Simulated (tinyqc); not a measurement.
Bound state in one dimension: Numerov shooting, finite differences, DVR, step by step. Computed by tinyqc, a small Python program that keeps every step. Settings: points = 96. Command: `OMP_NUM_THREADS=1 python tinyqc.py 27825 27826 out.jsonl` (the two numbers bound the seeds that draw the settings). One thread of a shared host (Intel(R) Xeon(R) Processor @ 2.60GHz), about 0.01 s of CPU time with the checks.

## Numerov steps at E = 0.1

One particle of mass 1 in V = 9.15 (1 - exp(-0.8 x))^2 (atomic units), psi = 0 at both ends:
```
parameter,value
left end,-1.600000
right end,7
intervals,96
h,0.089583
state sought (nodes),2
```

k_i = 2 m (E - V_i); (1 + h^2 k_(i+1)/12) y_(i+1) = 2 (1 - 5 h^2 k_i/12) y_i - (1 + h^2 k_(i-1)/12) y_(i-1), from y_0 = 0, y_1 = 0.001.

Points along the way:
```
i,x,V,k,y
0,-1.6000,61.6942,-123.1884,0.0000
1,-1.5104,50.4406,-100.6812,0.0010
2,-1.4208,40.9828,-81.7656,0.0028
3,-1.3313,33.0607,-65.9214,0.0066
4,-1.2417,26.4504,-52.7007,0.0138
5,-1.1521,20.9591,-41.7182,0.0270
32,1.2667,3.7127,-7.2254,10.1434
33,1.3562,4.0111,-7.8222,12.5927
34,1.4458,4.2993,-8.3985,15.8387
35,1.5354,4.5765,-8.9529,20.1608
36,1.6250,4.8423,-9.4845,25.9436
37,1.7146,5.0964,-9.9929,33.7180
```

## Bisection on the node count

With more sign changes than the state has nodes (the last point included) the energy is too high, else too low; the bracket starts as 0.1 to 10.

Trials:
```
trial,E,sign changes,y at the right end,next
1,5.050000,2,8.46e+04,raise
2,7.525000,3,-7.77e+01,lower
3,6.287500,2,1.56e+03,raise
4,6.906250,3,-3.33e+02,lower
5,6.596875,3,-1.03e+02,lower
6,6.442188,2,4.38e+02,raise
7,6.519531,2,1.12e+02,raise
8,6.558203,3,-7.13e+00,lower
9,6.538867,2,4.95e+01,raise
10,6.548535,2,2.04e+01,raise
11,6.553369,2,6.44e+00,raise
12,6.555786,3,-3.92e-01,lower
13,6.554578,2,3.01e+00,raise
14,6.555182,2,1.31e+00,raise
...,...,...,...,...
28,6.555646,2,6.51e-06,raise
29,6.555646,3,-4.53e-05,lower
30,6.555646,3,-1.94e-05,lower
```

eigenvalue = 6.555646 hartree

## The same grid by other methods

Three-point finite differences and the sine-DVR kinetic matrix of Colbert and Miller on the same points.

Lowest levels (hartree):
```
state,finite differences,DVR
0,1.6286,1.6311
1,4.4046,4.4134
2,6.5414,6.5557
3,8.0434,8.0581
4,8.9333,8.9436
```
